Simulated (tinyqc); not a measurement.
Single-oscillator infrared dielectric function of a polar cubic crystal: one step, computed by the program tinyqc. Command: `OMP_NUM_THREADS=1 python tinyqc.py 3006068 3006069 out.jsonl infrared walk`. One thread of a shared host (Intel(R) Xeon(R) Processor @ 2.30GHz), about 0.01 s of CPU time with the checks.

One ion pair, charges +Z* and -Z*, in a cell of volume Omega = a^3/4. Frequencies omega are given as wavenumbers (1/cm); eps_s is the static dielectric constant.

Problem. Coupled plasmon-LO modes. Without damping eps(omega) = 0 gives omega^4 - (omega_LO^2 + omega_p^2) omega^2 + omega_p^2 omega_TO^2 = 0, with roots L- and L+.

Inputs (values chosen for the exercise, modelled on cubic gallium nitride): omega_TO = 543 1/cm.

Structure: zinc blende. Free carriers: present.

omega_p = 317.5462 1/cm

omega_LO = 745.2791 1/cm

Give: lower coupled mode L-; upper coupled mode L+.

Solution.

lower coupled mode L- = 221.3 1/cm

upper coupled mode L+ = 779.3 1/cm

With omega_p well below omega_LO, L+ is phonon-like and L- is a plasmon screened by eps_s.
